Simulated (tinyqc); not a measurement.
Comparisons within one model: six-band hole subbands of a thin body in a field. A value that a table varies takes the place of the one given here.

Basis X, Y, Z times spin, hole energies counted downwards from the unstrained edge (the hydrostatic shift is left out), c = hbar^2/2m0. For a symmetric tensor T let C(T) have C_XX = L Txx + M (Tyy + Tzz), C_XY = N Txy (cyclic), L = c (g1 + 4 g2), M = c (g1 - 2 g2), N = 6 c g3. k = q + kz n, n the unit normal, q = k1 u + k2 v with u along the channel [1-10] and v = n x u. H = C(k k^T) + (Dso/3)(1 - L.sigma) - B + e F z with (L_k)_ij = -i epsilon_kij; B is the block C built from the traceless strain with 2b, -b and sqrt(3) d in place of L, M, N. Strain: exx = eyy = (s11 + s12) sx/2, ezz = s12 sx, exy = -s44 sx/4. Hard walls at z = 0 and t; basis sin(j pi z/t), j = 1 to Nz: kz^2 = (j pi/t)^2, kz = -i D with D_jl = 4 j l/(t (j^2 - l^2)), z_jj = t/2 and z_jl = -8 t j l/(pi (j^2 - l^2))^2 for j + l odd; 1 MV/cm = 0.01 eV/angstrom.

Nz = 14. E1 is the top subband at q = 0, gap the distance to the next pair, and the masses are c q^2/(E(q) - E1) at |q| = 0.02 1/angstrom (mean of the spin pair) along the channel [1-10] and across it in the plane; a dash marks a band that does not rise.

Constants: hbar^2/2m0 = 3.80998211 eV angstrom^2.

Parameters, chosen for this exercise (near those of a p-type Si channel; not measured data): g1 = 4.3 (Luttinger gamma1); g2 = 0.34 (gamma2); g3 = 1.45 (gamma3); Dso = 0.044 eV (spin-orbit splitting); b = -2.08 eV (tetragonal potential); d = -4.72 eV (trigonal potential); S = (7.58, -2.13, 12.48) 1/TPa (compliances s11, s12, s44); face = 110 (surface); t = 35 angstrom (body thickness); F = 0.2 MV/cm (field across the body); sx = -0.5 GPa (stress along the channel [1-10], negative in compression).

## Stress along the channel

Each row has its own sx.

Results:

| sx (GPa) | E1 (meV) | gap (meV) | m channel | m across |
|---|---|---|---|---|
| -3.0 | -54.8 | 33.8 | 0.113 | 0.276 |
| -2.0 | -19.4 | 34.0 | 0.113 | 0.276 |
| -1.0 | 15.9 | 34.2 | 0.113 | 0.276 |
| -0.5 | 33.4 | 34.4 | 0.114 | 0.276 |
| 0.0 | 50.9 | 34.6 | 0.114 | 0.276 |
| 0.5 | 68.1 | 35.0 | 0.115 | 0.276 |
| 1.0 | 84.8 | 35.5 | 0.118 | 0.276 |

Under 2 GPa of compression the channel mass goes from 0.114 to 0.113 m0, the mass across at 0.276; the gap to the next subband is 34, 35 and 35 meV at -2, 0 and +1 GPa. The lightest channel mass of the table, 0.113 m0, is at -3.0, -2.0 and -1.0 GPa. Compression changes the channel mass little here, since confinement on this face has already singled out the orbital that the stress favours.

## Surface orientation and number of bands

Three faces, six bands; and four bands, with Dso set to 1000 eV.

Results:

| case | E1 (meV) | gap (meV) | m channel | m across |
|---|---|---|---|---|
| (001) 6 bands | 135.2 | 33.7 | 0.198 | 1.056 |
| (001) 4 bands | 139.6 | 54.0 | 0.250 | 0.382 |
| (110) 6 bands | 33.4 | 34.4 | 0.114 | 0.276 |
| (110) 4 bands | 81.4 | 163.9 | 0.148 | 0.279 |
| (111) 6 bands | 67.0 | 38.7 | 0.165 | 0.594 |
| (111) 4 bands | 72.2 | 130.8 | 0.179 | 0.189 |

With six bands the top subband is shallowest on (110) (33.4 meV) and deepest on (001). Without the stress E1 would be 145.6, 50.9 and 76.7 meV, so the stress moves it by -10.4, -17.4 and -9.7 meV. The lightest channel mass is on (110) (0.114 m0). Dropping the split-off band moves E1 by 4.3, 48.0 and 5.2 meV and the gap by 20.3, 129.6 and 92.0 meV on the three faces, with Dso = 44 meV.

## What each parameter does

Six bands. Each row changes one parameter from the base and keeps the others.

Results:

| case | E1 (meV) | gap (meV) | m channel (m0) | m across (m0) |
|---|---|---|---|---|
| base | 33.4 | 34.4 | 0.114 | 0.276 |
| t = 25 angstrom | 36.5 | 55.2 | 0.113 | 0.276 |
| F = 0.5 MV/cm | 66.1 | 53.5 | 0.114 | 0.277 |
| sx = -1 GPa | 15.9 | 34.2 | 0.113 | 0.276 |
| g3 = 1.35 | 44.9 | 59.4 | 0.118 | 0.276 |
| g2 = 0.39 | 35.5 | 38.3 | 0.113 | 0.284 |
| Dso = 0.066 eV | 38.5 | 35.6 | 0.115 | 0.277 |
| d = -3.78 eV | 35.9 | 34.4 | 0.114 | 0.277 |

The largest shifts from the base row, up to three for each result and ties (the steps differ in size, so this ranks the rows, not the parameters). E1 (meV): F +32.7, sx -17.5, g3 +11.4. gap (meV): g3 +25.0, t +20.8, F +19.1; unchanged at the printed digits by d. m channel (m0): g3 +0.004, Dso +0.001, t -0.001; unchanged at the printed digits by F and d. m across (m0): g2 +0.008, Dso +0.000, d +0.000, F +0.000; unchanged at the printed digits by t, sx and g3.

Program tinyqc; command `OMP_NUM_THREADS=1 python tinyqc.py 1251581 1251582 out.jsonl`; about 0.4 s on one thread of a shared Intel(R) Xeon(R) Processor @ 2.30GHz.
